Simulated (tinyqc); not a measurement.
Worked calculation (part 2 of 2): CIS and TDHF on RHF in the sto-3g basis, frozen core, for BeH2, spin multiplicity 1. Computed by tinyqc, a small Python program that keeps every step (integrals from PySCF). Command: `OMP_NUM_THREADS=1 python tinyqc.py 30079 30080 out.jsonl` (the two numbers bound the seeds that draw the settings). One thread of a shared host (Intel(R) Xeon(R) Processor @ 2.60GHz), about 0.05 s of CPU time with the checks.

Geometry (angstrom):
```
atom         x          y         z
Be    0.000000   0.000000  0.000000
H     0.000000   1.243000  0.072000
H     0.000000  -1.243000  0.072000
```

## CIS matrix, triplets

orbital energies (hartree): MO1 -4.517152, MO2 -0.472550, MO3 -0.438788, MO4 0.207861, MO5 0.209257, MO6 0.505590, MO7 1.057322

Two-electron integrals over orbitals (pq|rs), unique and non-zero (hartree); the lowest 1 orbital is frozen and left out:
```
(22|22) 0.408737    (32|32) 0.165839    (33|22) 0.422021    (33|33) 0.444888
(42|22) 0.006193    (42|33) 0.005411    (42|42) 0.050407    (43|32) 0.005186
(43|43) 0.015793    (44|22) 0.375048    (44|33) 0.364174    (44|42) -0.011627
(44|44) 0.451005    (52|52) 0.050508    (53|53) 0.015529    (54|52) -0.004379
(54|54) 0.024609    (55|22) 0.375741    (55|33) 0.364442    (55|42) -0.002985
(55|44) 0.401225    (55|55) 0.449859    (62|22) -0.028812   (62|33) -0.051317
(62|42) -0.000875   (62|44) 0.044472    (62|55) 0.045569    (62|62) 0.075905
(63|32) -0.096336   (63|43) -0.004220   (63|63) 0.082891    (64|22) 0.002659
(64|33) -0.000585   (64|42) 0.046091    (64|44) -0.003863   (64|55) 0.002267
(64|62) 0.009235    (64|64) 0.049520    (65|52) 0.047461    (65|54) -0.003164
(65|65) 0.050835    (66|22) 0.405838    (66|33) 0.416290    (66|42) 0.013070
(66|44) 0.370766    (66|55) 0.372585    (66|62) -0.037655   (66|64) 0.008533
(66|66) 0.420813    (72|32) -0.046809   (72|43) -0.005637   (72|63) 0.060849
(72|72) 0.056479    (73|22) -0.009870   (73|33) -0.024418   (73|42) -0.008380
(73|44) 0.054025    (73|55) 0.053798    (73|62) 0.070463    (73|64) 0.002427
(73|66) -0.030671   (73|73) 0.080705    (74|32) -0.014309   (74|43) 0.013515
(74|63) 0.008204    (74|72) 0.001904    (74|74) 0.017700    (75|53) 0.013874
(75|75) 0.016254    (76|32) 0.142833    (76|43) 0.006049    (76|63) -0.096984
(76|72) -0.059270   (76|74) -0.012305   (76|76) 0.140985    (77|22) 0.438911
(77|33) 0.458387    (77|42) 0.000915    (77|44) 0.396345    (77|55) 0.395757
(77|62) -0.044917   (77|64) -0.004132   (77|66) 0.444915    (77|73) -0.018632
(77|77) 0.501779
```

A(ia,jb) = (e_a - e_i) d_ij d_ab - (ij|ab).

CIS matrix A, triplet (hartree):
```
           2>4       2>5        2>6        2>7       3>4       3>5        3>6        3>7
2>4   0.305363  0.000000  -0.002659   0.000000  0.000000  0.000000   0.000000   0.014309
2>5   0.000000  0.306066   0.000000   0.000000  0.000000  0.000000   0.000000   0.000000
2>6  -0.002659  0.000000   0.572303   0.000000  0.000000  0.000000   0.000000  -0.142833
2>7   0.000000  0.000000   0.000000   1.090961  0.014309  0.000000  -0.142833   0.000000
3>4   0.000000  0.000000   0.000000   0.014309  0.282475  0.000000   0.000585   0.000000
3>5   0.000000  0.000000   0.000000   0.000000  0.000000  0.283604   0.000000   0.000000
3>6   0.000000  0.000000   0.000000  -0.142833  0.000585  0.000000   0.528089   0.000000
3>7   0.014309  0.000000  -0.142833   0.000000  0.000000  0.000000   0.000000   1.037723
```

## CIS triplet states

Diagonalise A (1 hartree = 27.211386 eV); each vector has its largest component positive (the first on a tie).

triplet excitation energies (eV): 7.678460  7.717252  8.301747  8.328492  13.442150  14.475720  29.342914  30.622527

lowest vectors:
```
       state 1   state 2    state 3   state 4   state 5   state 6
2>4   0.000000  0.000000   0.999807  0.000000  0.000000  0.005861
2>5   0.000000  0.000000   0.000000  1.000000  0.000000  0.000000
2>6   0.000000  0.000000  -0.000548  0.000000  0.000000  0.962384
2>7  -0.020177  0.000000   0.000000  0.000000  0.232238  0.000000
3>4   0.999697  0.000000   0.000000  0.000000  0.018402  0.000000
3>5   0.000000  1.000000   0.000000  0.000000  0.000000  0.000000
3>6  -0.014099  0.000000   0.000000  0.000000  0.972485  0.000000
3>7   0.000000  0.000000  -0.019634  0.000000  0.000000  0.271629
```

## TDHF (RPA) triplet states

B(ia,jb) = - (ib|ja); the squared energies are the eigenvalues of (A - B)(A + B); 1 hartree = 27.211386 eV.

TDHF matrix B, triplet (hartree):
```
           2>4        2>5        2>6        2>7        3>4        3>5        3>6        3>7
2>4  -0.050407   0.000000   0.000875   0.000000   0.000000   0.000000   0.000000   0.005637
2>5   0.000000  -0.050508   0.000000   0.000000   0.000000   0.000000   0.000000   0.000000
2>6   0.000875   0.000000  -0.075905   0.000000   0.000000   0.000000   0.000000  -0.060849
2>7   0.000000   0.000000   0.000000  -0.056479   0.008380   0.000000  -0.070463   0.000000
3>4   0.000000   0.000000   0.000000   0.008380  -0.015793   0.000000   0.004220   0.000000
3>5   0.000000   0.000000   0.000000   0.000000   0.000000  -0.015529   0.000000   0.000000
3>6   0.000000   0.000000   0.000000  -0.070463   0.004220   0.000000  -0.082891   0.000000
3>7   0.005637   0.000000  -0.060849   0.000000   0.000000   0.000000   0.000000  -0.080705
```

squared energies w^2 (hartree^2): 0.079263  0.080190  0.090485  0.091126  0.229128  0.269362  1.156739  1.261271

TDHF energies from the positive w^2 (eV): 7.661016  7.705674  8.185372  8.214306  13.025369  14.122732  29.266334  30.560113
